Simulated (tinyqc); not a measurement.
Sputter depth profiling of a dopant layer: erosion rate, quantification and the mixing-roughness response: one step, computed by the program tinyqc. Command: `OMP_NUM_THREADS=1 python tinyqc.py 3004792 3004793 out.jsonl sims walk`. One thread of a shared host (Intel(R) Xeon(R) Processor @ 2.30GHz), about 0.08 s of CPU time with the checks.

A rastered ion beam erodes silicon (49.94 atoms per nm^3). The measured profile is the true one convolved with a depth response.

Task: Moments. Convolution adds means and variances: the response has mean 0 (shift -w plus exponential mean w) and variance w^2 + sigma^2; a box adds the mean b/2 and the variance b^2/12.

Inputs (values chosen for the exercise, modelled on a dopant in silicon under an oxygen or caesium beam): roughness sigma = 1.2 nm; depth of the top edge z0 = 50 nm; box width b = 4.2 nm.

True profile: box.

mixing length w = 2.607681 nm

depth of the maximum = 51.13016 nm

Give: centroid; standard deviation; maximum minus centroid.

Result:

centroid = 52.1 nm

standard deviation = 3.1161 nm

maximum minus centroid = -0.96984 nm

The centroid stays at the true position while the maximum lies nearer the surface, so depth is read from the centroid.
